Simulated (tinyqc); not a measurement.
Density of states of one tight-binding band on the triangular lattice, step by step. Values are carried at full precision from step to step, so a last printed digit may differ when a step is redone from the rounded ones.

E(k) = -2 t (cos 2 pi k1 + cos 2 pi k2 + cos 2 pi (k1 + k2)); k in fractions of the reciprocal vectors, mesh k_i = j/N with j = 0 .. N-1. Densities are per cell and per spin, so the band holds one state.

Values chosen for the exercise:
- t = 1.8 eV (nearest hopping)
- N = 5 (mesh points along each axis)
- bins = 6 (bins of the histogram)
- E_lo = -10.813 eV (lower end of the histogram)
- E_hi = 5.417 eV (upper end)
- E = -6.7 eV (energy at which the density is wanted)
- sigma = 0.9 eV (Gaussian width)

## Energies on the mesh

Evaluate the band at all 25 points and collect equal values.

Distinct energies:

| E_k (eV) | points |
|---|---|
| -10.8000 | 1 |
| -5.8249 | 6 |
| 0.6875 | 6 |
| 2.2249 | 6 |
| 4.7125 | 6 |

The 25 points give 5 distinct energies between -10.8000 and 4.7125 eV; a dense mesh gives a band from -10.800 to 5.400 eV.

## Histogram

Count the points in equal bins from E_lo to E_hi; g = count/(all points x bin width).

Histogram:

| from (eV) | to (eV) | points | g (1/eV) |
|---|---|---|---|
| -10.8130 | -8.1080 | 1 | 0.0148 |
| -8.1080 | -5.4030 | 6 | 0.0887 |
| -5.4030 | -2.6980 | 0 | 0.0000 |
| -2.6980 | 0.0070 | 0 | 0.0000 |
| 0.0070 | 2.7120 | 12 | 0.1774 |
| 2.7120 | 5.4170 | 6 | 0.0887 |

Empty bins: 2 of 6; the fullest holds 12 points. Empty bins inside the band come from the coarse mesh, not from gaps.

## Gaussian broadening at one energy

Gaussian broadening: g(E) = mean over the mesh of exp(-(E - E_k)^2/(2 sigma^2))/(sigma sqrt(2 pi)), n(E) = mean of erfc((E_k - E)/(sigma sqrt 2))/2.

Sum over the distinct energies with their counts.

n(E) = 0.0797
g(E) = 0.0663 1/eV

## Sum over all linear triangles

Each cell of the mesh is cut along (i+1, j)-(i, j+1) into two triangles. For corner energies e1 <= e2 <= e3 and eij = ei - ej, the share of the triangle below E is n = (E - e1)^2/(e21 e31) for e1 < E < e2 and n = 1 - (e3 - E)^2/(e31 e32) for e2 < E < e3; its density of states is g = dn/dE.

Average n and g over all pieces of the mesh. The reference uses the same method with N = 240.

n(E) = 0.0815
g(E) = 0.0398 1/eV
reference n(E) = 0.116
reference g(E) = 0.032 1/eV

On this mesh the linear method errs by +0.008 1/eV in g and -0.035 in n; the Gaussian sum erred by +0.035 and -0.037.

## Checks

- States below the top of the band by the linear method against one: both 1.000000.

Program tinyqc; command `OMP_NUM_THREADS=1 python tinyqc.py 1652570 1652571 out.jsonl`; about 0.1 s on one thread of a shared Intel(R) Xeon(R) Processor @ 2.30GHz.
